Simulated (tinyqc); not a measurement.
Bias-temperature instability from a Gaussian distribution of capture and emission barriers: one step, computed by the program tinyqc. Command: `OMP_NUM_THREADS=1 python tinyqc.py 3020931 3020932 out.jsonl bti walk`. One thread of a shared host (Intel(R) Xeon(R) Processor @ 2.30GHz), about 0.01 s of CPU time with the checks.

Each trap has a capture time tau_0 exp(E_c/(k_B T)) under stress and an emission time tau_0 exp(E_e/(k_B T)) after it. E_c is Gaussian, and E_e = E_c + d with d Gaussian and independent. A trap counts as filled once t_s exceeds its capture time and as emptied once t_r exceeds its emission time.

Question. Lifetime. Demarcation energies E_s = k_B T ln(t_s/tau_0), E_r = k_B T ln(t_r/tau_0); mean barrier mu = mu_c - k_F F; z = (E_s - mu)/sigma_c; Phi is the standard normal distribution. Temperatures in kelvin are T(C) + 273.15. Solve V_max Phi(z) = criterion for t_s; the power-law extrapolation from the stress point is t_s (criterion/dV0)^(1/n); 1 year = 3.15576e7 s.

Inputs (values chosen for the exercise, for a model p-channel transistor):
```
quantity,value,unit
shift with all traps filled V_max,300,mV
spread of capture barriers sigma_c,0.22,eV
time constant tau_0,1e-11,s
temperature T,25,C
stress time t_s,1000,s
failure criterion,30,mV
```

mean barrier mu = 1.5047 eV

shift without recovery dV0 = 0.3159025 mV

time exponent n = 0.3915506

Constants: k_B = 8.617333262e-05 eV/K.

Give: log10 of the lifetime in s; log10 of the power-law estimate in s.

Answer.

log10 of the lifetime in s = 9.6689

log10 of the power-law estimate in s = 8.0506

The power law gives a time shorter by 1.62 decades, since n falls as traps fill; ten years is log10 = 8.50.
